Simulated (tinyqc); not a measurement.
What moves the results: coherent potential approximation for a binary alloy with a semi-elliptic band. A value that a table varies takes the place of the one given here.

Site levels eA = -x d (share 1 - x) and eB = (1 - x) d (share x), so that their mean, the virtual crystal, is 0. Pure band: G0(z) = 2 (z - sqrt(z - W) sqrt(z + W))/W^2 with principal roots, density -Im G/pi per site. The medium has a self-energy S(z), G = G0(z - S), z = E + i eta. t_i = (e_i - S)/(1 - (e_i - S) G); the CPA demands <t> = (1 - x) tA + x tB = 0. Iteration: start at S = 0, set S(new) = S + <t>/(1 + <t> G), stop when |<t>| < 1e-9 eV.

Parameters, chosen for this exercise:
- W = 3.6 eV (half width of the pure band)
- x = 0.14 (fraction of B)
- d = 0.82 eV (eB - eA)
- eta = 0.072 eV (broadening)
- E1 = -3.7 eV (first energy)
- dE = 0.57 eV (step)
- E = 1.12 eV (energy)

## Virtual crystal, CPA and unmixed bands

Fifteen energies E1 + j dE. Virtual crystal: G0(z). Unmixed: (1 - x) G0(z - eA) + x G0(z - eB), the limit of large separate grains.

Densities (1/eV) and self-energy (eV):
```
E (eV)  virtual crystal     CPA  unmixed     Re S     Im S
-3.70            0.0110  0.0131   0.0212  -0.0282  -0.0020
-3.13            0.0841  0.0862   0.0812  -0.0306  -0.0130
-2.56            0.1209  0.1214   0.1186  -0.0287  -0.0195
-1.99            0.1439  0.1436   0.1428  -0.0263  -0.0248
-1.42            0.1590  0.1581   0.1582  -0.0234  -0.0296
-0.85            0.1683  0.1669   0.1677  -0.0199  -0.0340
-0.28            0.1728  0.1710   0.1722  -0.0157  -0.0382
0.29             0.1728  0.1707   0.1722  -0.0104  -0.0422
0.86             0.1682  0.1660   0.1676  -0.0038  -0.0456
1.43             0.1588  0.1566   0.1581   0.0044  -0.0482
2.00             0.1436  0.1417   0.1427   0.0148  -0.0490
2.57             0.1204  0.1197   0.1191   0.0276  -0.0464
3.14             0.0833  0.0854   0.0801   0.0425  -0.0367
3.71             0.0105  0.0145   0.0190   0.0476  -0.0063
4.28             0.0030  0.0032   0.0059   0.0300  -0.0012
```

How do the results move?

d/W = 0.23. CPA and virtual crystal differ by at most 0.004 1/eV, at 3.71 eV, against a peak of 0.177 for the pure band. |Im S| is largest at 2.00 eV (Im S = -0.049 eV); where the density is near zero this is no damping of states. On these rows the CPA density keeps one maximum: the bands are amalgamated.

## Bowing of the band edge from disorder

For eta = 0 the CPA reads G = (1 - x)/(y - eA) + x/(y - eB) with y = E - W^2 G/4; the lower edge is the maximum of E(y) = y + W^2 G(y)/4 for y < eA. The virtual crystal puts it at -W. Second order: -W - 2 x (1 - x) d^2/W, from S = x (1 - x) d^2 G0(-W), G0(-W) = -2/W.

Lower edge (eV):
```
x        edge  edge + W  second order  (edge + W)/(x (1 - x))
0.05  -3.6125   -0.0125       -0.0177                 -0.2634
0.10  -3.6244   -0.0244       -0.0336                 -0.2706
0.25  -3.6554   -0.0554       -0.0700                 -0.2954
0.40  -3.6784   -0.0784       -0.0897                 -0.3266
0.50  -3.6881   -0.0881       -0.0934                 -0.3524
0.60  -3.6922   -0.0922       -0.0897                 -0.3840
0.75  -3.6841   -0.0841       -0.0700                 -0.4488
0.90  -3.6499   -0.0499       -0.0336                 -0.5549
0.95  -3.6290   -0.0290       -0.0177                 -0.6099
```

second-order coefficient = -0.3736 eV

What can be read from the table?

Disorder pushes the edge below the virtual crystal, most at x = 0.6 (-92 meV). The coefficient runs from -0.263 at x = 0.05 to -0.610 eV at 0.95, against -0.374 in second order: it depends strongly on x and is largest in size where the low-lying A atoms are dilute and act as attractive impurities.

## When the band splits

x as given, d varied, eta as given. The density is taken at E = (eA + eB)/2 and at E = eA + eB = (1 - 2x) d, where S has its pole for well split bands; a gap shows as a density of the size of the broadening tail.

Between the two levels:
```
d/W  d (eV)  density at the midpoint (1/eV)  density at (1 - 2x) d (1/eV)  Im S at the midpoint (eV)
0.2    0.72                          0.1713                        0.1698                     -0.033
0.4    1.44                          0.1655                        0.1589                     -0.118
0.6    2.16                          0.1570                        0.1387                     -0.221
0.8    2.88                          0.1465                        0.1044                     -0.304
1.0    3.60                          0.1341                        0.0299                     -0.352
1.2    4.32                          0.1189                        0.0144                     -0.361
1.5    5.40                          0.0868                        0.0145                     -0.307
2.0    7.20                          0.0051                        0.0070                     -0.061
```

What does this show, and why?

The midpoint density falls from 0.171 to 0.0051 1/eV; it first drops below a tenth of the pure peak (0.018) at d/W = 2. At (1 - 2x) d the density drops below that mark at d/W = 1.2, so the bands have parted by then (this mark lags the true splitting), and is least, 0.0070, at d/W = 2. For x = 1/2 the two coincide and the band splits at d = W exactly; here x = 0.14. The size of Im Sigma at the midpoint is largest at d/W = 1.2. It is a lifetime only where the density there is finite; for well separated bands, d/W above 1/(2 sqrt(x (1 - x))), S has a pole in the gap at (1 - 2x) d.

## What each parameter does

Converged values at E. Each row changes one parameter from the base and keeps the others.

Results:
```
case            Re S (eV)  Im S (eV)  density (1/eV)
base              -0.0003    -0.0469          0.1623
W = 3.96 eV       -0.0003    -0.0423          0.1496
x = 0.19           0.0026    -0.0601          0.1618
d = 0.902 eV      -0.0023    -0.0569          0.1618
eta = 0.144 eV     0.0000    -0.0459          0.1590
E = 1.48 eV        0.0052    -0.0483          0.1555
```

What does this show?

The largest shifts from the base row, up to three for each result and ties (the steps differ in size, so this ranks the rows, not the parameters). Re S (eV): E +0.0055, x +0.0029, d -0.0020; unchanged at the printed digits by W. Im S (eV): x -0.0132, d -0.0099, W +0.0047. density (1/eV): W -0.0127, E -0.0068, eta -0.0033.

tinyqc: `OMP_NUM_THREADS=1 python tinyqc.py 1452853 1452854 out.jsonl`; about 0.01 s, one thread, shared Intel(R) Xeon(R) Processor @ 2.30GHz.
